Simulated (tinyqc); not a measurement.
From one barrier to a miniband: Kronig-Penney superlattice by transfer matrices.

Wells (width a, potential 0, mass mw) alternate with barriers (width b, height V0, mass mb); period d = a + b; c = hbar^2/2m0. The vector (psi, psi'/m) is continuous, and a layer of thickness t carries it by M = [[cos kt, (m/k) sin kt], [-(k/m) sin kt, cos kt]] with k = sqrt(m (E - V)/c); for E < V, k = i kappa gives [[cosh, (m/kappa) sinh], [(kappa/m) sinh, cosh]] of kappa t. A Bloch state obeys cos(q d) = tr(Mb Mw)/2.

Constants: hbar^2/2m0 = 3.80998211 eV angstrom^2.

Inputs chosen for the exercise (near those of the light valleys of a Si film between layers of SiO2; not measured data): a = 20 angstrom (well width); b = 6 angstrom (barrier width); V0 = 3.258 eV (barrier height); mw = 0.192 m0 (mass in the wells); mb = 0.492 m0 (mass in the barriers).

Transmission through N barriers separated by wells, between leads of the well material: T = 4/[(M11 + M22)^2 + (u M12 - M21/u)^2] with u = k/mw and M the product over all layers; twelve evenly spaced energies around the first miniband.

Transmission:
```
E (eV),tr M/2 of a period,N = 1,N = 2,N = 4,N = 8
0.243821,1.948,0.00128,8.41e-05,4.85e-07,1.65e-11
0.246010,1.561,0.00129,0.000132,2.20e-06,6.53e-10
0.248199,1.180,0.00130,0.000234,1.84e-05,1.60e-07
0.250387,0.803,0.00131,0.000509,0.00152,0.000548
0.252576,0.431,0.00132,0.00178,0.00113,0.00637
0.254765,0.064,0.00133,0.0756,0.0204,0.00552
0.256954,-0.298,0.00134,0.00377,0.00140,0.00283
0.259143,-0.656,0.00136,0.000789,0.0100,0.00274
0.261331,-1.009,0.00137,0.000336,7.85e-05,1.50e-05
0.263520,-1.357,0.00138,0.000188,6.52e-06,9.09e-09
0.265709,-1.700,0.00139,0.000120,1.32e-06,1.64e-10
0.267898,-2.039,0.00140,8.44e-05,3.94e-07,8.76e-12
```

What does the comparison show?

5 of the energies lie in the miniband (|tr M/2| <= 1); there T for N = 8 runs between 0.000548 and 0.00637. In the gaps it falls with N: at E = 0.2679 eV from 3.94e-07 (N = 4) to 8.76e-12 (N = 8), a slope of ln T of -2.68 a period, against -2 arccosh|tr M/2| = -2.68.

Computed by tinyqc, a small Python program: `OMP_NUM_THREADS=1 python tinyqc.py 1281660 1281661 out.jsonl` (the numbers bound the seed that draws the inputs); one thread of a shared host (Intel(R) Xeon(R) Processor @ 2.30GHz), about 0.05 s for the whole set of steps.
